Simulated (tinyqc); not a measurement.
# Resistance of a source-drain extension with a graded tip: effects of single changes

y runs along the channel, the gate covers y > 0. The doping is N0 for y < y0 and N0 10^(-(y - y0)/la) beyond, uniform over the depth xj. Sheet conductance s(y) = q mu(N) max(N - Nch, 0) xj + (for y > 0) ma Cox Vo, with mu(N) = u0 + (u1 - u0)/(1 + (N/Nr)^au) and Cox = eps0 eox/tox. Current is taken as one-dimensional; depletion of the tip, spreading and the contact are left out. The metallurgical junction lies at yj, where N = Nch.

Inputs (values chosen for the exercise); mobility law close to that of electrons in silicon:
```
symbol   value        unit                                                                 meaning
eox        3.9              relative permittivity of the gate insulator (close to silicon dioxide)
tox        2.1          nm                                                     insulator thickness
N0      2.3e20       cm^-3                        active doping of the extension far from the gate
la         1.7   nm/decade                                                      lateral abruptness
y0         3.6          nm          position under the gate where the fall begins (gate edge at 0)
xj          24          nm                                                  depth of the extension
Nch     7.6e17       cm^-3                                                          channel doping
Ls          25          nm                                                           spacer length
Vo        0.62           V                                                          gate overdrive
ma         220  cm^2/(V s)                                      mobility of the gate-induced layer
u1        1414  cm^2/(V s)                                                  mobility at low doping
u0        68.5  cm^2/(V s)                                                 mobility at high doping
Nr      9.2e16       cm^-3                                                        reference doping
au       0.711                                                                            exponent
Lg          40          nm                                                             gate length
```

Constants: q = 1.602176634e-19 C, eps0 = 8.8541878128e-14 F/cm where lengths are in cm. Results are converted to the units shown.

Each table varies one quantity; the others keep the values above.

## Abruptness at a fixed junction position

R_spacer = integral of dy/s from -Ls to 0, R_ov from 0 to yj, R_channel = (Lg - 2 yj)/(ma Cox Vo), R_total = 2 R_spacer + 2 R_ov + R_channel. Electrical length L_eff = ma Cox dR_total/d(1/Vo); R_series = R_total - L_eff/(ma Cox Vo). y0 is moved with la so that yj stays at 7.8176 nm.

The same in every row: yj (nm) = 7.818; R_channel (ohm um) = 108.6.

Abruptness at a fixed junction position:
```
la (nm/decade),R_spacer (ohm um),R_ov (ohm um),R_total (ohm um),L_eff (nm),R_series (ohm um)
1,3.851,4.892,126.1,25.45,12.67
2.3,3.851,9.739,135.8,26.83,16.20
3.6,3.924,14.52,145.5,28.21,19.75
4.9,5.162,18.32,155.6,29.51,24.01
6.1,7.795,20.82,165.9,30.57,29.59
7.4,12.13,22.78,178.4,31.51,37.95
8.7,17.76,24.23,192.6,32.29,48.65
10,24.49,25.34,208.3,32.93,61.46
```

What does the table show?

As la goes from 1 to 10 nm/decade, R_total rises from 126 to 208 ohm um, R_spacer rises from 3.85 to 24.5 ohm um and R_ov rises from 4.89 to 25.3 ohm um. R_total changes on average by 9.13 ohm um for each nm/decade. L_eff exceeds the metallurgical length by 1.08 nm in the first row and 8.57 nm in the last, since the gate also controls the lightly doped tips.

## Effect of the depth of the extension

Same model as above.

The same in every row: yj (nm) = 7.818; R_channel (ohm um) = 108.6.

Result of one run:
```
xj (nm),R_spacer (ohm um),R_ov (ohm um),R_total (ohm um),L_eff (nm),R_series (ohm um)
21,4.401,7.969,133.4,26.34,15.92
```

What becomes of these results when the depth of the extension xj is changed from 21 to 4 nm, all else the same?

Result of the changed run:
```
xj (nm),R_spacer (ohm um),R_ov (ohm um),R_total (ohm um),L_eff (nm),R_series (ohm um)
4,23.11,15.22,185.3,28.84,56.69
```

The whole series:
```
xj (nm),R_spacer (ohm um),R_ov (ohm um),R_total (ohm um),L_eff (nm),R_series (ohm um)
4,23.11,15.22,185.3,28.84,56.69
5.6,16.50,13.52,168.7,28.24,42.76
7.7,12.00,12.02,156.7,27.72,33.09
11,8.403,10.47,146.4,27.19,25.16
15,6.162,9.220,139.4,26.76,20.08
21,4.401,7.969,133.4,26.34,15.92
29,3.187,6.869,128.7,25.99,12.88
40,2.311,5.871,125.0,25.67,10.52
```

As xj goes from 4 to 40, R_total falls from 185 to 125 ohm um, L_eff falls from 28.8 to 25.7 nm and R_series falls from 56.7 to 10.5 ohm um.

Computed by the program tinyqc: `OMP_NUM_THREADS=1 python tinyqc.py 2282184 2282185 out.jsonl`, one thread of a shared Intel Xeon 2.30GHz, about 0.03 s for the whole run.
